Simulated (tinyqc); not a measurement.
# Worked calculation: one-sided p+-n junction, ionisation integral and breakdown

Computed by the program tinyqc: `OMP_NUM_THREADS=1 python tinyqc.py 2120005 2120006 out.jsonl`, one thread of a shared Intel Xeon 2.30GHz, about 0.03 s for the whole run. Printed values are rounded.

A p+ layer at x < 0 and an n drift layer from x = 0. Depletion approximation, built-in voltage neglected. Local ionisation coefficients alpha_n = an exp(-(bn/E)^mx), alpha_p = ap exp(-(bp/E)^mx). Electrons move towards +x, holes towards x = 0.

Parameters, values chosen for the exercise; material values close to those of silicon: relative permittivity eps_r = 11.9; prefactor of the electron ionisation coefficient an = 7.33e5 1/cm; field constant for electrons bn = 1.29e6 V/cm; prefactor of the hole ionisation coefficient ap = 1.63e6 1/cm; field constant for holes bp = 2.06e6 V/cm; exponent mx = 1; donor density of the drift layer N = 1.4e16 cm^-3; reverse voltage V = 41.8 V; share of the depleted width that the grid covers fr = 0.5.

Constants: q = 1.602176634e-19 C, eps0 = 8.8541878128e-14 F/cm where lengths are in cm. Results are converted to the units shown.

## Field and ionisation coefficients on a grid

W = sqrt(2 eps0 eps_r V/(q N)), peak field E0 = q N W/(eps0 eps_r), falling linearly to 0 at W. Grid: 10 equal steps from 0 to fr W.

W = 1.981672 um
x, point 0 to 10 (um): [0.0000000, 0.0990836, 0.1981672, 0.2972508, 0.3963344, 0.4954180, 0.5945016, 0.6935852, 0.7926688, 0.8917524, 0.9908360]
E, point 0 to 10 (kV/cm): [421.8660, 400.7727, 379.6794, 358.5861, 337.4928, 316.3995, 295.3062, 274.2129, 253.1196, 232.0263, 210.9330]
alpha_n, point 0 to 10 (1/cm): [34442.89, 29322.74, 24521.30, 20079.17, 16036.09, 12428.86, 9288.698, 6637.741, 4485.009, 2821.958, 1618.435]
alpha_p, point 0 to 10 (1/cm): [12345.21, 9547.358, 7175.733, 5215.058, 3641.884, 2424.387, 1522.761, 890.4076, 476.1081, 227.1899, 93.49948]

## Ionisation integrals by the trapezoid rule

G(x) = integral from 0 to x of (alpha_n - alpha_p); I_n = integral of alpha_n exp(-G) (electrons injected at x = 0), I_p = integral of alpha_p exp(G(end) - G) (holes injected at the far edge); M = 1/(1 - I). All integrals by the trapezoid rule on the grid.

G, point 0 to 10: [0.000000, 0.207447, 0.391351, 0.550923, 0.685966, 0.796933, 0.884971, 0.951918, 1.000252, 1.032968, 1.053378]
alpha_n exp(-G), point 0 to 10 (in units of 1e4 1/cm): [3.444289, 2.382932, 1.657991, 1.157399, 0.807583, 0.560180, 0.383369, 0.256217, 0.164953, 0.100447, 0.056444]
I_n = 0.9136932
I_p = 0.7375467
M_n = 11.58657
M_p = 3.810202

A grid of 1500 steps over the whole width gives I_n = 0.9104 and I_p = 0.7383; the coarse I_n is 0.36 % above and the coarse I_p 0.10 % below those values. Electrons multiply more: on this coarse grid M - 1 is 3.77 times as large for them.

## Breakdown voltage by secant steps

G(x) = integral from 0 to x of (alpha_n - alpha_p); I_n = integral of alpha_n exp(-G) (electrons injected at x = 0), I_p = integral of alpha_p exp(G(end) - G) (holes injected at the far edge); M = 1/(1 - I). Secant steps on ln I_n(V) = 0 with the integrals on a fine grid (1500 steps), from the points V = 33.9 and 39.6 V; stop when the step is below 1e-7 of V.

Course of the iteration:
```
step     V (V)        I_n  change of V (V)
1         39.6  0.8348500             3.73
2     43.32540  0.9617591             1.03
3     44.35188  0.9958256            0.123
4     44.47524  0.9998918          3.27e-3
5     44.47851  0.9999997          9.34e-6
6     44.47852   1.000000         6.89e-10
```

Breakdown at 44.479 V, with a peak field of 435.2 kV/cm and W = 2.044 um. The integral for holes reaches 1 at the same voltage.
